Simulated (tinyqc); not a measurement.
Equation-of-state fits to an energy-volume table made by a known binding curve: one step, computed by the program tinyqc. Command: `OMP_NUM_THREADS=1 python tinyqc.py 3005062 3005063 out.jsonl eosfit walk`. One thread of a shared host (Intel(R) Xeon(R) Processor @ 2.30GHz), about 0.02 s of CPU time with the checks.

With x = (V/V_0)^(1/3), the energy per atom is E = D [exp(-2 eta (x - 1)) - 2 exp(-eta (x - 1))], so that B0 = 2 D eta^2/(9 V_0) and B' = 1 + eta. B' = dB/dP at P = 0.

Question. Errors of the Birch-Murnaghan fit. Third-order Birch-Murnaghan is a cubic in u = V^(-2/3): fit it by linear least squares, find the minimum, and take B0 = V E''(V), B' = -1 - V E'''/E'' there. Errors are fitted minus exact, relative; the pressure at c V_0 uses P = (3 B0/2) (x^7 - x^5) [1 + (3/4)(B' - 4)(x^2 - 1)], x = (V0/V)^(1/3) with the fitted values.

Inputs (values chosen for the exercise, for a model crystal): true volume V_0 = 18.7 angstrom^3/atom; compression V/V_0 for the pressure test = 0.7.

Binding curve: Morse. Noise: added.

fitted B0 = 58.19162 GPa

exact B0 = 58.58887 GPa

fitted B' = 3.724830

exact B' = 3.88

fitted V0 = 18.70197 angstrom^3

exact pressure at c V_0 = 40.73690 GPa

Give: error of B0; error of B'; fitted pressure at c V_0; error of that pressure.

Answer.

error of B0 = -0.6780 %

error of B' = -3.999 %

fitted pressure at c V_0 = 40.13 GPa

error of that pressure = -1.501 %
